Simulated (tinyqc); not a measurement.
Inside a calculation. Method: geometry optimisation on the PBE/sto-6g surface (energies and gradients from PySCF), for BeH2, spin multiplicity 1. One step of it, computed by the program tinyqc.

Problem. Step 2: move. Steepest descent, p = -g / 1; steps longer than 0.3 bohr are cut back.

positions after step 1 (bohr):
```
             x          y         z
1Be  -0.072777  -0.048291  0.056381
2H    0.078313   2.500517  0.305569
3H   -0.039550  -2.563720  0.265438
```

gradient (hartree/bohr):
```
               x            y            z
1Be  -0.00411687  -0.00707566  -0.00991788
2H    0.00246759   0.01622494   0.00534748
3H    0.00164745  -0.00914866   0.00457090
```

Give: positions after step 2.

Solution.

positions after step 2 (bohr):
```
           x        y       z
1Be  -0.0687  -0.0412  0.0663
2H    0.0758   2.4843  0.3002
3H   -0.0412  -2.5546  0.2609
```
